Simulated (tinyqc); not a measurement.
# Worked calculation: p-n diode with diffusion and depletion-layer recombination

tinyqc, about 0.01 s, one thread, Intel Xeon 2.30GHz (shared host): `OMP_NUM_THREADS=1 python tinyqc.py 2260134 2260135 out.jsonl` Printed values are rounded.

Abrupt junction in the depletion approximation, low injection, full ionisation, neutral widths fixed, ohmic contact on the p side. Vj is the junction voltage; where a series resistance Rs is given, V = Vj + J Rs is the terminal voltage.

Inputs (values chosen for the exercise); band and dielectric values close to those of silicon: temperature T = 300 K; band gap Eg = 1.13 eV; relative permittivity eps_r = 11.9; conduction-band density of states at T Nc = 2.82e19 cm^-3; valence-band density of states at T Nv = 2.64e19 cm^-3; acceptor density Na = 7.9e16 cm^-3; donor density Nd = 2.3e17 cm^-3; electron mobility in the p side mun = 640 cm^2/(V s); hole mobility in the n side mup = 210 cm^2/(V s); electron lifetime tn = 1e-9 s; hole lifetime tp = 7e-8 s; neutral width of the p side wp = 4.3 um; neutral width of the n side wn = 5.4 um; recombination velocity at the n contact Sp = 30000 cm/s; series resistance Rs = 0.031 ohm cm^2; trap level above the intrinsic level Et = 0 eV; junction voltage at which recombination is evaluated Vj = 0.6 V; terminal voltage V = 0.61 V.

Constants: q = 1.602176634e-19 C, kB = 1.380649e-23 J/K, Vt = kB T/q, eps0 = 8.8541878128e-14 F/cm where lengths are in cm. Results are converted to the units shown.

## Diffusion lengths and saturation currents

ni = sqrt(Nc Nv) exp(-Eg/(2 Vt)), Eg in volts; D = mu Vt; Ln = sqrt(Dn tn), Lp = sqrt(Dp tp); J0n = q ni^2 Dn coth(wp/Ln)/(Ln Na); J0p = (q ni^2 Dp/(Lp Nd)) (s + tanh(wn/Lp))/(1 + s tanh(wn/Lp)), s = Sp Lp/Dp.

ni = 8.79720e9 cm^-3
Ln = 1.28628 um
Lp = 6.16461 um
J0n = 2.02392e-11 A/cm^2
J0p = 5.74115e-13 A/cm^2

wp/Ln = 3.3 and wn/Lp = 0.88; electrons carry 97.2 % of the diffusion current.

## Recombination in the depleted layer

ni = sqrt(Nc Nv) exp(-Eg/(2 Vt)), Eg in volts. Vbi = Vt ln(Na Nd/ni^2), W = sqrt(2 eps0 eps_r (Vbi - Vj)(1/Na + 1/Nd)/q), xp = W Nd/(Na + Nd), xn = W Na/(Na + Nd); u(x) = q Na (x + xp)^2/(2 eps0 eps_r) for x < 0 and Vbi - Vj - q Nd (xn - x)^2/(2 eps0 eps_r) for x > 0; p = Na exp(-u/Vt), n = Nd exp((u - Vbi + Vj)/Vt); U = ni^2 (exp(Vj/Vt) - 1)/(tp (n + ni exp(Et/Vt)) + tn (p + ni exp(-Et/Vt))); J_scr = q times the integral of U from -xp to xn. Trapezoid rule on 13 equal steps.

W = 75.5874 nm

```
point,x (nm),u (V),n (cm^-3),p (cm^-3),U (cm^-3 s^-1)
0,-56.2624,0.000000,1.17657e13,7.9e16,1.16442e22
1,-50.4480,0.002031,1.27271e13,7.30322e16,1.25736e22
2,-44.6336,0.008122,1.61090e13,5.77002e16,1.58000e22
3,-38.8192,0.018275,2.38578e13,3.89596e16,2.28768e22
4,-33.0048,0.032490,4.13445e13,2.24816e16,3.66282e22
5,-27.1904,0.050765,8.38360e13,1.10870e16,5.48173e22
6,-21.3760,0.073101,1.98915e14,4.67280e15,4.99794e22
7,-15.5615,0.099499,5.52243e14,1.68312e15,2.30410e22
8,-9.7471,0.129958,1.79398e15,5.18116e14,7.37121e21
9,-3.9327,0.164478,6.81916e15,1.36306e14,1.94667e21
10,1.8817,0.202228,2.93693e16,3.16483e13,4.52112e20
11,7.6961,0.231787,9.21443e16,1.00873e13,1.44105e20
12,13.5105,0.249523,1.82984e17,5.07963e12,7.25661e19
13,19.3249,0.255434,2.3e17,4.04126e12,5.77323e19
```

J_scr = 0.0215709 A/cm^2

With 2000 steps J_scr = 0.02157 A/cm^2; the coarse value is within 0.01 % of it. U is largest at x = -27.2 nm among these points; the peak lies where tp n = tn p. On the fine grid U peaks at 5.761e22 cm^-3 s^-1, and J_scr/(q U_max) is 30.9 % of W, the effective width of the recombining zone.

## Starting value

Vj = Vt ln(V/(Rs J0)), the value at which all of V would drop over Rs.

Vj at the start = 0.712866 V

## Iteration 1: new Vj

J0 = J0n + J0p = 2.08133e-11 A/cm^2

Diffusion current alone: J = J0 (exp(Vj/Vt) - 1), g = Vj + J Rs - V, g' = 1 + Rs J0 exp(Vj/Vt)/Vt, Vj(new) = Vj - g/g'.

J = 19.6774 A/cm^2
g = 0.712866 V
g' = 24.5959
Vj after iteration 1 = 0.683883 V

## Iteration 2: new Vj

As before.

J = 6.41316 A/cm^2
g = 0.272691 V
g' = 8.69023
Vj after iteration 2 = 0.652504 V

## Course of the iteration

Stop when the step is below 1e-10 V, or after 80 iterations.

Course of the iteration:
```
iteration,Vj before the step (V),step (V)
1,0.712866,-0.0290
2,0.683883,-0.0314
3,0.652504,-0.0309
4,0.621582,-0.0174
5,0.604170,-2.42e-3
6,0.601748,-2.93e-5
7,0.601718,-4.04e-9
8,0.601718,< 1e-14
```

Converged in 8 iterations.
